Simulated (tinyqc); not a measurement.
Hubbard chain of 4 sites, step by step. One step of it, computed by the program tinyqc.

Problem. Mean-field iteration 2. H(up) = T + U n(down), H(down) = T + U n(up); fill the lowest levels; n(new) = n + mixing (n(out) - n); E = tr T (rho up + rho down) + U sum n_up n_down of the output.

one-body matrix (hopping and site energies) (eV), lower triangle:
```
           1          2          3          4
1   0.880000
2  -1.760000  -0.830000
3   0.000000  -1.760000  -0.710000
4   0.000000   0.000000  -1.760000  -0.810000
```

U = 0.600000 eV

electrons, up and down: 3  2

mixing = 0.500000

n(up) after iteration 1: 1 0.826141, 2 0.462507, 3 0.897248, 4 0.614104

n(down) after iteration 1: 1 0.124352, 2 0.823691, 3 0.237626, 4 0.814331

Give: levels, up; levels, down; energy; n(up) after iteration 2; n(down) after iteration 2.

Solution.

levels, up (eV): -3.157  -1.053  1.197  2.743

levels, down (eV): -3.063  -1.064  1.429  2.908

energy = -7.929 eV

n(up) after iteration 2: 1 0.737, 2 0.549, 3 0.842, 4 0.772

n(down) after iteration 2: 1 0.173, 2 0.754, 3 0.345, 4 0.728
